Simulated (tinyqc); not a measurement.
The product rho l across metals: free and nearly free electrons in a metal.

Constants: hbar^2/2m0 = 3.80998211 eV angstrom^2; hbar = 6.58211957e-16 eV s.

Free electrons with m = 1; fcc cells hold 4 atoms and bcc cells 2; n = atoms z/a^3, kF = (3 pi^2 n)^(1/3), rho l = hbar kF/(n e^2), e = 1.602176634e-19 C. Inputs are chosen for the exercise.

Cases:

| case | lattice | a (angstrom) | z | rho (micro-ohm cm) |
|---|---|---|---|---|
| near Cu | fcc | 3.604 | 1 | 1.74 |
| near Au | fcc | 4.047 | 1 | 2.30 |
| near Ag | fcc | 4.076 | 1 | 1.56 |
| near Ca | fcc | 5.584 | 2 | 3.18 |
| near K | bcc | 5.226 | 1 | 7.43 |
| near Li | bcc | 3.462 | 1 | 8.62 |

Rank the cases by rho l (1e-16 ohm m^2), lowest first.

Answer: near Cu, near Au, near Ag, near Li, near Ca, near K.

Results:

| case | lattice | a (angstrom) | z | rho (micro-ohm cm) | kF (1/angstrom) | EF (eV) | l (nm) | rho l (1e-16 ohm m^2) |
|---|---|---|---|---|---|---|---|---|
| near Cu | fcc | 3.604 | 1 | 1.74 | 1.363 | 7.07 | 37.7 | 6.55 |
| near Au | fcc | 4.047 | 1 | 2.30 | 1.213 | 5.61 | 35.9 | 8.26 |
| near Ag | fcc | 4.076 | 1 | 1.56 | 1.205 | 5.53 | 53.7 | 8.38 |
| near Ca | fcc | 5.584 | 2 | 3.18 | 1.108 | 4.68 | 31.2 | 9.91 |
| near K | bcc | 5.226 | 1 | 7.43 | 0.746 | 2.12 | 29.4 | 21.87 |
| near Li | bcc | 3.462 | 1 | 8.62 | 1.126 | 4.83 | 11.1 | 9.60 |

rho l falls as n^(-2/3): it is lowest for the case near Cu and highest for near K. The lowest bulk rho belongs to near Ag; in very narrow wires, where rho l rules, the order changes. Real Fermi surfaces depart from spheres, most for the polyvalent and noble metals.

Run: tinyqc, `OMP_NUM_THREADS=1 python tinyqc.py 1682215 1682216 out.jsonl`; Intel(R) Xeon(R) Processor @ 2.30GHz, one thread, shared host; about 0.01 s of CPU time with all checks.
